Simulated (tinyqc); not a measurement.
Inside a calculation: interband optics of a two-band s-p chain from momentum matrix elements. Values are carried at full precision from step to step, so a last printed digit may differ when a step is redone from the rounded ones.

H(k) = [[Es - 2 ts cos ka, 2i V sin ka], [-2i V sin ka, Ep_ + 2 tp cos ka]] in the basis s, p; the lower band is full, with two electrons a cell. The velocity operator times hbar is W = dH/dk (eV angstrom); intra-atomic dipoles are left out.

Constants: hbar^2/2m0 = 3.80998211 eV angstrom^2; e^2/(4 pi eps0) = 14.39964547 eV angstrom.

Parameters, chosen for this exercise: a = 3.21 angstrom (period); Es = 2.84 eV (upper orbital (s)); Ep_ = -3.77 eV (lower orbital (p)); ts = 0.37 eV (s-s hopping); tp = 0.46 eV (p-p hopping); V = 1.71 eV (s-p hopping); k = 0.36 2 pi/a (wave vector); N = 6 (k points); Ar = 13.4 angstrom^2 (cross-section per chain); eta = 0.3 eV (Lorentzian half width); E = 7.47 eV (photon energy).

## Hamiltonian and velocity at one k

Form H and W = dH/dk.

H (eV):
```
          s        p
s    3.3117  2.6352i
p  -2.6352i  -4.3564
```

W (eV angstrom):
```
         s         p
s   1.8303  -6.9978i
p  6.9978i   -2.2755
```

## Matrix element between the bands

Diagonalise H, transform W, and form w = |W_cv|^2, the Kane-type energy w/c and the oscillator strength f = w/(c D), c = hbar^2/2m0, D = Ec - Ev.

Ev, Ec (eV): -5.1747  4.1300

weights:
```
        v       c
s  0.0879  0.9121
p  0.9121  0.0879
```

slopes dEv/dk, dEc/dk (eV angstrom): 2.049  -2.494

w = 48.022 eV^2 angstrom^2
w/c = 12.604 eV
f = 1.355

## Transitions on the mesh

At each k_j = (j + 1/2)/N (2 pi/a) up to the zone edge give D = Ec - Ev, w = |<c|W|v>|^2 and f = w/(c D), c = hbar^2/2m0; the other half of the zone repeats the values.

Transitions:

| k (2 pi/a) | D (eV) | w (eV^2 angstrom^2) | f |
|---|---|---|---|
| 0.0833 | 6.2008 | 51.780 | 2.192 |
| 0.2500 | 9.5120 | 3.671 | 0.101 |
| 0.4167 | 8.7442 | 85.953 | 2.580 |

D runs from 6.201 to 9.512 eV on the mesh; f is largest at k = 0.4167.

## Dielectric function from the table

With w(k) = |<c|W|v>|^2 and D(k) = Ec - Ev, on the mesh k_j = (j + 1/2)/N (2 pi/a): eps(E) = 1 + (8 pi e2/(a Ar)) mean_j (w/D^2) [1/(D - E - i eta) + 1/(D + E + i eta)], e2 = e^2/(4 pi eps0); light polarised along the chains, no local fields.

Take the mean over the rows. Also eps(0) at eta = 0, and the effective electrons per cell n_eff = 2 mean(f).

eps(E) = 1.058+1.216i
eps(0) = 2.963
n_eff = 3.249

On a mesh of 2000 points the values are 1.773+1.714i, 3.760 and 3.667. n_eff need not equal the 2 electrons of the cell: a two-orbital basis with chosen hoppings does not obey the sum rule of free electrons. E lies within, or within 2 eta of, the range of transitions of the band (4.95 to 9.65 eV); their spacing on this mesh (up to 3.31 eV) exceeds eta, so eps(E) depends on where the few mesh points fall.

## Checks

- Curvature of the lower band against <v|d2H/dk2|v> - 2 w/D (eV angstrom^2): both 10.14.
- Zone mean of 2 w/D against the zone mean of <v|d2H/dk2|v>, the f-sum rule of a full band (eV angstrom^2): both 13.970.

Program tinyqc; command `OMP_NUM_THREADS=1 python tinyqc.py 1651844 1651845 out.jsonl`; about 0.01 s on one thread of a shared Intel(R) Xeon(R) Processor @ 2.30GHz.
